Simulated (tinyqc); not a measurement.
Comparisons within one model: interface roughness in a thin film (subband fluctuation and scattering). A value that a table varies takes the place of the one given here.

Square well of width t, barriers V0, c = hbar^2/2m0: E1 solves k t + 2 atan[(k/mz)/(kappa/mb)] = pi, k = sqrt(mz E/c), kappa = sqrt(mb (V0 - E)/c). One interface is rough, so the subband edge fluctuates by G dt with G = |dE1/dt| (central difference of 0.01 angstrom; 2 E1/t for hard walls).

Gaussian roughness spectrum S(q) = pi D^2 Lc^2 exp(-q^2 Lc^2/4). Degenerate gas, taken to fill one subband (the second starts to fill once c kF^2/md exceeds E2 - E1, which is not tested here): kF = sqrt(2 pi Ns/gv), q = 2 kF sin(theta/2), 1/tau = (md/(2 pi c hbar)) G^2 times the integral from 0 to pi of S(q)(1 - cos theta)/eps(q)^2 dtheta, eps(q) = 1 + qs/q with screening (qs = gv md q0/(c eps), q0 = e^2/(4 pi eps0), form factors left out, which overstates the screening; other scattering is left out too, so these values lie far above measured mobilities in all but the thinnest films) or 1 without; mobility = tau c2/md with c2 = e/m0 = 1.75882e15 cm^2/(V s^2); 1e12/cm^2 = 1e-4/angstrom^2.

Constants: hbar^2/2m0 = 3.80998211 eV angstrom^2; hbar = 6.58211957e-16 eV s; e^2/(4 pi eps0) = 14.39964547 eV angstrom.

Inputs chosen for the exercise (near those of a thin InGaAs channel; not measured data): mz = 0.045 m0 (confinement mass); V0 = 2.1 eV (barrier); mb = 0.25 m0 (barrier mass); md = 0.044 m0 (mass in the plane); gv = 1 (valleys); D = 3.3 angstrom (rms height of the roughness); Lc = 20 angstrom (correlation length); Ns = 2.2 x 1e12/cm^2 (sheet density); eps = 11.1 (mean dielectric constant at the channel); ts = (29, 36, 44, 52, 65, 83, 109) angstrom (thicknesses); t = 52 angstrom (film thickness); Ll = (5, 10, 16, 25, 40, 65, 100) angstrom (correlation lengths).

## The sixth-power law

Screened mobility against thickness for the finite barrier and for hard walls.

Results:

| t (angstrom) | E1 (meV) | G (meV/angstrom) | mobility (cm^2/(V s)) | the same, hard walls |
|---|---|---|---|---|
| 29 | 276.3 | 11.260 | 6.22e+03 | 168 |
| 36 | 212.5 | 7.376 | 1.45e+04 | 614 |
| 44 | 164.3 | 4.905 | 3.28e+04 | 2.05e+03 |
| 52 | 131.3 | 3.453 | 6.61e+04 | 5.58e+03 |
| 65 | 96.0 | 2.125 | 1.75e+05 | 2.13e+04 |
| 83 | 66.9 | 1.222 | 5.28e+05 | 9.23e+04 |
| 109 | 43.8 | 0.641 | 1.92e+06 | 4.73e+05 |

How do the results move?

With hard walls G goes as 1/t^3 and the mobility as t^6. With the finite barrier the local exponent is 3.91 at the thin end and 4.73 at the thick end, since the envelope leaks out and softens the dependence. The least value is 6.22e+03 cm^2/(V s). The gate field, which also presses carriers to the interface, is left out.

## Correlation length

Fixed D; bare and screened mobility.

Results:

| Lc (angstrom) | kF Lc | bare mobility (cm^2/(V s)) | screened mobility (cm^2/(V s)) |
|---|---|---|---|
| 5 | 0.19 | 4.59e+05 | 7.14e+05 |
| 10 | 0.37 | 1.24e+05 | 1.93e+05 |
| 16 | 0.59 | 5.67e+04 | 8.90e+04 |
| 25 | 0.93 | 3.33e+04 | 5.32e+04 |
| 40 | 1.49 | 3.07e+04 | 5.18e+04 |
| 65 | 2.42 | 5.46e+04 | 1.14e+05 |
| 100 | 3.72 | 9.56e+04 | 2.75e+05 |

What can be read from the table?

The bare mobility is lowest at Lc = 40 angstrom of those listed (kF Lc = 1.49). The screened mobility is lowest at Lc = 40 angstrom of those listed (kF Lc = 1.49). Short roughness averages out (mobility as 1/Lc^2; the first two rows give exponent -1.89), and long roughness deflects only by small angles (bare mobility rising as Lc; the last two rows give 1.30).

## What each parameter does

G, G D, and the screened mobility. Each row changes one parameter from the base and keeps the others.

Results:

| case | G (meV/angstrom) | G D (meV) | mobility (cm^2/(V s)) |
|---|---|---|---|
| base | 3.453 | 11.40 | 6.612e+04 |
| t = 58 angstrom | 2.730 | 9.01 | 1.058e+05 |
| D = 4.29 angstrom | 3.453 | 14.81 | 3.912e+04 |
| Lc = 28 angstrom | 3.453 | 11.40 | 4.964e+04 |
| Ns = 3.52 x 1e12/cm^2 | 3.453 | 11.40 | 7.732e+04 |
| mz = 0.052 m0 | 3.355 | 11.07 | 7.003e+04 |
| md = 0.051 m0 | 3.453 | 11.40 | 5.237e+04 |
| V0 = 1.47 eV | 2.940 | 9.70 | 9.118e+04 |
| eps = 13.3 | 3.453 | 11.40 | 6.182e+04 |

How do the results move?

The largest shifts from the base row, up to three for each result and ties (the steps differ in size, so this ranks the rows, not the parameters). G (meV/angstrom): t -0.724, V0 -0.513, mz -0.098; unchanged at the printed digits by D, Lc, Ns, md and eps. G D (meV): D +3.42, t -2.39, V0 -1.69; unchanged at the printed digits by Lc, Ns, md and eps. mobility (cm^2/(V s)): t +3.97e+04, D -2.70e+04, V0 +2.51e+04. In the base case G D is 0.095 times EF - E1 = 119.7 meV.

Run: tinyqc, `OMP_NUM_THREADS=1 python tinyqc.py 1251946 1251947 out.jsonl`; Intel(R) Xeon(R) Processor @ 2.30GHz, one thread, shared host; about 0.01 s of CPU time with all checks.
